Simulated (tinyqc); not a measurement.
Displacements against temperature: thermal displacements in the Debye model: Debye-Waller factors, bond-length spread and the Lindemann rule. Computed by tinyqc, a small Python program. Command: `OMP_NUM_THREADS=1 python tinyqc.py 3028637 3028638 out.jsonl debyewaller walk`. One thread of a shared host (Intel(R) Xeon(R) Processor @ 2.30GHz), about 0.01 s of CPU time with the checks.

A Debye spectrum with three branches of one velocity, cut at k_B Theta; 4 atoms per cube, nearest neighbours at d = 0.707107 a.

Inputs (values chosen for the exercise, modelled on lead):
```
quantity                 value      unit
atomic mass M            207.2         u
Debye temperature Theta   88.3         K
lattice constant a        4.95  angstrom
temperature T              300         K
```

Structure: fcc.

reflection (h k l): 2  0  0

Constants: hbar^2/u = 4.18015928e-03 eV angstrom^2; k_B = 8.617333262e-05 eV/K.

Method:
- <u_x^2> = (3 hbar^2/(2 M k_B Theta)) int_0^1 s coth(s Theta/(2T)) ds (64 Gauss-Legendre points); it tends to 3 hbar^2/(4 M k_B Theta) at T = 0 and to 3 hbar^2 T/(M k_B Theta^2) at high T.
- B = 8 pi^2 <u_x^2>.
- G = 2 pi sqrt(h^2 + k^2 + l^2)/a; the intensity is multiplied by exp(-2W), 2W = G^2 <u_x^2>; the loss goes into thermal diffuse scattering.
- Correlated Debye model: sigma^2 = (3 hbar^2/(M k_B Theta)) int_0^1 s coth(s Theta/(2T)) [1 - sin(s q_D R)/(s q_D R)] ds for two atoms at distance R, q_D = (6 pi^2 n)^(1/3), n atoms per volume; uncorrelated motion would give 2 <u_x^2>.
- The correlation is 1 - sigma^2/(2 <u_x^2>); exp(-2W) uses 2W = G^2 <u_x^2>.

|G| = 2.53866 1/angstrom

Displacements (angstrom^2):
```
T (K)    <u_x^2>   classical  sigma^2 at d  sigma^2 at 2d  exp(-2W)
2.6    0.0019999  2.3421e-04     0.0034242      0.0037930   0.98719
8.8    0.0021184  7.9271e-04     0.0034515      0.0038688   0.98644
18     0.0025177   0.0016214     0.0037212      0.0043716   0.98390
31     0.0033769   0.0027925     0.0045771      0.0056635   0.97847
49     0.0047998   0.0044139     0.0061908      0.0079095   0.96954
71     0.0066663   0.0063957     0.0084067       0.010902   0.95795
110     0.010085   0.0099088      0.012548       0.016421   0.93707
160     0.014534    0.014413      0.017988       0.023624   0.91058
190     0.017218    0.017115      0.021278       0.027972   0.89497
```

The classical line is within 5 % from T = 71 K (T/Theta = 0.80) on. The correlation of nearest neighbours grows from 0.14 to 0.38, since thermal motion weights long waves, which move neighbours together, more than zero-point motion does; at 2d it ends at 0.19. The reflection keeps 99 % of its intensity at the lowest T and 89 % at the highest.

Extremes, crossings and ranges named in words are read from the listed rows.
